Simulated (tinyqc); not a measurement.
## p-type polysilicon, carrier trapping at grain boundaries: effect of the temperature

One-dimensional grains of size Lg, uniform ionised doping N, monovalent traps Qt at each boundary at a depth Et below (for electrons) or above (for holes) the band edge there, abrupt depletion of width W on each side of a boundary, Boltzmann statistics. xi is the distance from the band edge at the grain centre to the Fermi level. Trapped charge Qt/(1 + exp((xi + VB - Et)/Vt)) = 2 N W, barrier VB = q N W^2/(2 eps0 eps_r).

NB is given at 300 K and scales as (T/300 K)^1.5. If the trap equation with xi = Vt ln(NB/N) has a root W < Lg/2, the grain is partly depleted; otherwise W = Lg/2 and the trap equation gives xi = Et - VB + Vt ln(Qt/(N Lg) - 1). N* = Qt/Lg. n0 = NB exp(-xi/Vt); mean density n0 (1 - 2 W/Lg) by charge balance in a partly depleted grain, and n0 (sqrt(pi)/2) erf(u)/u with u = sqrt(VB/Vt) in a fully depleted one; v = sqrt(kB T/(2 pi ms m0)); barrier resistivity Vt exp(VB/Vt)/(q fe n0 v Lg); grain resistivity (1 - 2 W/Lg)/(q n0 mug); effective mobility 1/(q mean density total resistivity). Rows with xi above 0.45 V, towards mid-gap, are left out, since the other carrier type is ignored.

Parameters, values chosen for the exercise; values of the order met in polycrystalline silicon: relative permittivity eps_r = 11.7; valence-band density of states at the reference temperature NB = 2.65e19 cm^-3; grain size Lg = 110 nm; trap density of a grain boundary Qt = 1.6e12 cm^-2; depth of the trap level from the majority band edge at the boundary Et = 0.33 eV; mass for thermionic emission ms = 0.27 m0; correction factor of the emission rate fe = 1; mobility inside the grains mug = 76 cm^2/(V s); doping N = 6e17 cm^-3.

Constants: q = 1.602176634e-19 C, kB = 1.380649e-23 J/K, m0 = 9.1093837015e-31 kg, Vt = kB T/q, eps0 = 8.8541878128e-14 F/cm where lengths are in cm. Results are converted to the units shown.

The same in every row: N/N* = 4.125.

Result of one run:
```
T (K)	depleted share 2 W/Lg	VB (V)	xi (V)	mean density (cm^-3)	resistivity (ohm cm)	effective mobility (cm^2/(V s))
440	0.2238	0.07030	0.1654	4.657e17	0.1428	93.87
```

What becomes of these results when the temperature T is changed from 440 to 360 K, all else the same?

Result of the changed run:
```
T (K)	depleted share 2 W/Lg	VB (V)	xi (V)	mean density (cm^-3)	resistivity (ohm cm)	effective mobility (cm^2/(V s))
360	0.2381	0.07958	0.1260	4.571e17	0.1715	79.59
```

The whole series:
```
T (K)	depleted share 2 W/Lg	VB (V)	xi (V)	mean density (cm^-3)	resistivity (ohm cm)	effective mobility (cm^2/(V s))
200	0.2424	0.08248	0.05480	4.545e17	0.5656	24.28
240	0.2424	0.08245	0.07142	4.546e17	0.3313	41.45
280	0.2421	0.08226	0.08890	4.547e17	0.2417	56.79
320	0.2410	0.08151	0.1071	4.554e17	0.1976	69.35
360	0.2381	0.07958	0.1260	4.571e17	0.1715	79.59
400	0.2325	0.07587	0.1454	4.605e17	0.1543	87.83
440	0.2238	0.07030	0.1654	4.657e17	0.1428	93.87
```

As T goes from 200 to 440, VB falls from 0.0825 to 0.0703 V, the resistivity falls from 0.566 to 0.143 ohm cm and the effective mobility rises from 24.3 to 93.9 cm^2/(V s). The activation energy kB ln(rho1/rho2)/(1/T1 - 1/T2) is 0.0553 eV between the first two rows and 0.0295 eV between the last two; mug is held fixed. For T = 360, 400, 440 the effective mobility exceeds mug, since drift through the depleted part of the grain is left out.

Numbers from tinyqc (`OMP_NUM_THREADS=1 python tinyqc.py 2830303 2830304 out.jsonl`; about 0.01 s on one thread of a shared Intel Xeon 2.30GHz).
